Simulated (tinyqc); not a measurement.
Inside a calculation. Method: Ewald sum of point charges, rock salt, strained along z by a factor 1.01, lattice. Computed by tinyqc, a small Python program that keeps every step. Command: `OMP_NUM_THREADS=1 python tinyqc.py 20037 20038 out.jsonl` (the two numbers bound the seeds that draw the settings). One thread of a shared host (Intel(R) Xeon(R) Processor @ 2.60GHz), about 0.05 s of CPU time with the checks.

## Ewald sum with eta = 0.309 1/bohr

cell vectors (rows) (bohr):
```
          1         2         3
1  0.000000  5.830000  5.888000
2  5.830000  0.000000  5.888000
3  5.830000  5.830000  0.000000
```

Charges:
```
q                f1        f2        f3
1.000000   0.000000  0.000000  0.000000
-1.000000  0.500000  0.500000  0.500000
```

Real space: 1/2 sum q_i q_j erfc(eta r)/r over all images with r > 0; reciprocal space: (2 pi/V) sum_(G != 0) exp(-G^2/4 eta^2)/G^2 |S(G)|^2 with S(G) = sum q exp(i G.r); self term -eta/sqrt(pi) sum q^2; background -pi Q^2/(2 V eta^2), Q the total charge.

Real-space shells (first ones):
```
r (bohr)   pairs  sum (hartree)
5.830000       8      -0.007441
5.888000       4      -0.003425
8.244865       8       0.000153
8.285979      16       0.000283
10.131453     16      -0.000008
11.660000      8       1.19e-07
11.776000      4       4.52e-08
13.036276     16      -7.49e-09
13.062318     16      -7.00e-09
13.140132     16      -5.69e-09
14.304302     32       4.57e-10
14.375395     16       1.86e-10
```

Reciprocal shells (first ones that count):
```
G^2 (1/bohr^2)  vectors  sum (hartree)
0.865439              8       0.060207
3.142917              8       0.000043
3.188458             16       0.000075
5.465935             16       1.12e-07
5.511476              8       4.93e-08
7.697872              8       1.15e-10
7.834494             16       1.58e-10
```

## The total does not depend on eta

The same sums for other eta.

Totals (hartree per cell):
```
eta            real  reciprocal       self  background        total
0.309000  -0.010436    0.060324  -0.348669    0.000000  -0.29878114
0.417000  -0.000576    0.172329  -0.470534    0.000000  -0.29878114
0.560000  -3.73e-06    0.333115  -0.631892    0.000000  -0.29878114
```

shortest distance = 5.830000 bohr

Madelung constant -E d / (formula units |q+ q-|) = 1.741894
